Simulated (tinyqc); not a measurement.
From <m> back to coupling J: q-state Potts model on a small periodic square lattice: enumeration, Metropolis, heat-bath and Wolff steps. Computed by tinyqc, a small Python program. Command: `OMP_NUM_THREADS=1 python tinyqc.py 3110036 3110037 out.jsonl potts inv`. One thread of a shared host (Intel(R) Xeon(R) Processor @ 2.30GHz), about 0.01 s of CPU time with the checks.

E = -J x (number of nearest-neighbour bonds with equal states); n x n sites with periodic edges have 2 n^2 bonds. Order parameter m = (q f - 1)/(q - 1), f being the largest share of one state. Sites are numbered row by row from 0. Here q = 3 and n = 3.

Inputs (values chosen for the exercise, for a model of domains or grain orientations): number of states q = 3; edge n = 3; temperature T = 786 K.

Constants: k_B = 8.617333262e-05 eV/K.

Method:
- K = J/(k_B T); the infinite square lattice orders at K_c = ln(1 + sqrt(q)); Wolff bond probability p = 1 - exp(-K).
- All q^(n^2) states are counted by their number b of equal bonds; weights g(b) exp(K b), K = J/(k_B T). Per site: u = -J <b>/n^2, c/k_B = K^2 (<b^2> - <b>^2)/n^2.
- The same sums with m: <m> and the Binder ratio U = 1 - <m^4>/(3 <m^2>^2).

Problem. A run gave the result below. Find the coupling J, known to lie between 49 and 100 meV.

<m> = 0.7127707

Solution.

Each step takes the trial c = (a f_b - b f_a)/(f_b - f_a), f being the result less the target and a, b, c the logarithms of the listed values; c replaces end b, the old b replaces a if the sign of f changed, and otherwise f_a is halved.

Scan of the range:

| coupling J (meV) | <m> |
|---|---|
| 49.0 | 0.616188 |
| 55.2 | 0.710228 |
| 62.2 | 0.807386 |
| 70.0 | 0.887917 |
| 78.8 | 0.942254 |
| 88.8 | 0.972946 |
| 100.0 | 0.988042 |

False position (Illinois rule, in the logarithm of the input) inside the bracket:

| step | end a | end b | trial | <m> |
|---|---|---|---|---|
| 1 | 55.2000 | 62.2000 | 55.3728 | 0.712812 |
| 2 | 55.2000 | 55.3728 | 55.3673 | 0.712730 |
| 3 | 55.3728 | 55.3673 | 55.3700 | 0.712771 |

<m> rises at every point of a 13-point scan of the range (every second point is shown), so one value fits; it is bracketed by 55.2 and 62.2. Answer: coupling J = 55.37 meV.
